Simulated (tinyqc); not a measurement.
Double-gate transistor below threshold, two-dimensional Poisson equation on a small mesh: one step of the calculation.

Half of a symmetric double-gate structure: row 0 is the mid-plane of the body, where the normal field vanishes. Mobile charge is neglected (subthreshold), the body is fully depleted, and potentials are counted from the intrinsic level; rows run upward to the gate, columns from source to drain.

Question. Coefficients of the five-point equations. Mesh: rows i = 0..2 in the semiconductor (step hs = tb/2, row 2 on the interface), then 2 step(s) ho = tox/2 up to the gate row 4; columns j = 0..6 (step hy = L/6). Box integration, divided by eps0: up_i = eps hy/h of the interval above row i, dn_i = that of the interval below (0 for row 0), lat_i = (sum of eps h/2 over the intervals above and below)/hy, s_i = -q Na w_i hy/eps0 with w_i the semiconductor height of the box (hs/2 for row 0 and the interface row, hs between, 0 in the insulator). Each free node obeys (up + dn + 2 lat) psi = up psi(above) + dn psi(below) + lat [psi(left) + psi(right)] + s.

Inputs (values chosen for the exercise); semiconductor permittivity close to that of In0.53Ga0.47As:
- eps_r = 13.6 (relative permittivity of the semiconductor)
- eox = 7.5 (relative permittivity of the insulator)
- tb = 8 nm (half the body thickness)
- tox = 3.3 nm (insulator thickness)
- L = 52 nm (channel length)
- Na = 6.6e17 cm^-3 (acceptor density of the depleted body)

Constants: q = 1.602176634e-19 C, eps0 = 8.8541878128e-14 F/cm where lengths are in cm. Results are converted to the units shown.

Give: up; dn; lat; s.

Answer.

```
row     up     dn    lat    s (V)
0    29.47      0  3.138  -0.2070
1    29.47  29.47  6.277  -0.4140
2    39.39  29.47  3.852  -0.2070
3    39.39  39.39  1.428        0
```

Numbers from tinyqc (`OMP_NUM_THREADS=1 python tinyqc.py 2480096 2480097 out.jsonl`; about 0.09 s on one thread of a shared Intel Xeon 2.30GHz).
